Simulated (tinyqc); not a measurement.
What moves the results: deep level as a short-range spherical well. A value that a table varies takes the place of the one given here.

A spherical well of radius R and depth V0 below the conduction edge, one mass m, c = hbar^2/2m0. The s level at binding Et solves k cot(k R) = -kappa with k = sqrt(m (V0 - Et)/c), kappa = sqrt(m Et/c); it exists for V0 > Vc = c (pi/2R)^2/m. Outside, psi falls as exp(-kappa r)/r.

Lucovsky model (delta well, plane-wave final states, no local-field factor): sigma = (32 pi alpha c/(3 n_r m Et)) (x - 1)^(3/2)/x^3, x = h nu/Et, c = hbar^2/2m0; 1 angstrom^2 = 1e-16 cm^2.

Constants: hbar^2/2m0 = 3.80998211 eV angstrom^2; fine-structure constant alpha = 0.007297352564; e^2/(4 pi eps0) = 14.39964547 eV angstrom; kB = 8.617333262e-05 eV/K.

Values chosen for the exercise (near those of GaN; not measured data): R = 3.9 angstrom (radius of the well); m = 0.201 m0 (mass); fV = (1.05, 1.15, 1.21, 1.64, 1.91, 3.04, 5.98) (V0/Vc); n_r = 2.39 (refractive index); xs = (1.06, 1.2, 1.42, 1.92, 2.06, 2.86, 3.92, 7.57) (photon energies h nu/Et); eps = 9.6 (static dielectric constant); T = 250 K (temperature); Fs = (1, 5, 20, 50, 100, 200) kV/cm (fields).

## From threshold to a deep level

Et against the depth at fixed R; near threshold Et = (pi^2/16)(V0 - Vc)^2/Vc.

Results:
```
V0/Vc  V0 (eV)   Et (eV)  threshold form (eV)  1/kappa (angstrom)  share outside
1.05     3.229  0.004575             0.004742                64.4          0.942
1.15     3.536   0.03848              0.04268                22.2          0.841
1.21     3.721   0.07259              0.08365                16.2          0.790
1.64     5.043    0.5338               0.7769                 6.0          0.540
1.91     5.873    0.9566                1.571                 4.5          0.446
3.04     9.348     3.286                7.894                 2.4          0.247
5.98    18.388     10.91                47.04                 1.3          0.103
```

The threshold form holds to 10 % up to V0/Vc = 1.05 of those listed. There the state is mostly outside the well (94 % in the first row) and knows only Et, which is why a delta-well model works; more than half is inside from V0/Vc = 1.91 on. A second s level would need V0/Vc > 9. From V0/Vc = 5.98 on Et exceeds the gap of the host, about 3.4 eV, so those rows only show the model.

## Neutral against charged centre

Et = 0.19146 eV

Lucovsky cross-section, its shape relative to the peak, and the shape of a hydrogen-like centre relative to threshold: x^-4 exp(4 - 4 atan(e)/e)/(1 - exp(-2 pi/e)), e = sqrt(x - 1).

Results:
```
x     h nu (eV)  sigma (1e-18 cm^2)  relative to peak  hydrogen-like
1.06      0.203                12.5             0.099          0.856
1.20      0.230                52.4             0.414          0.612
1.42      0.272                96.3             0.760          0.386
1.92      0.368                 126             0.997          0.166
2.06      0.394                 126             0.999          0.136
2.86      0.548                 110             0.867          0.053
3.92      0.751                83.9             0.663          0.021
7.57      1.449                39.3             0.311          0.003
```

The short-range centre starts from zero, reaches half its peak at x = 1.24 and peaks at x = 2; in the last row it still has 31 % of the peak. The Coulomb centre is largest at threshold and is down to 0.3 % there. Reading the peak as the threshold would misplace the level by a factor 2, here 0.19 eV.

## Emission in a field

Barrier lowering for a charged centre (Poole-Frenkel) is 2 sqrt(q e F/eps), q = e^2/(4 pi eps0), and for the neutral well e F R; the one-dimensional enhancement is exp(lowering/kB T). 1 kV/cm = 1e-5 V/angstrom; tunnelling is left out.

Results:
```
F (kV/cm)  lowering, charged (meV)  enhancement  saddle at (angstrom)  lowering, neutral (meV)  enhancement
1                              7.7         1.43                   387                     0.04        1.002
5                             17.3         2.23                   173                     0.20        1.009
20                            34.6         4.99                    87                     0.78        1.037
50                            54.8         12.7                    55                     1.95        1.095
100                           77.5         36.4                    39                     3.90        1.198
200                          109.5          162                    27                     7.80        1.436
```

At 200 kV/cm the charged centre emits 162 times faster and the neutral one 1.44 times: the logarithm of the enhancement is linear in sqrt(F) for the first and in F for the second, which tells the charge state. The largest lowering is 57 % of Et.

Program tinyqc; command `OMP_NUM_THREADS=1 python tinyqc.py 1252378 1252379 out.jsonl`; about 0.01 s on one thread of a shared Intel(R) Xeon(R) Processor @ 2.30GHz.
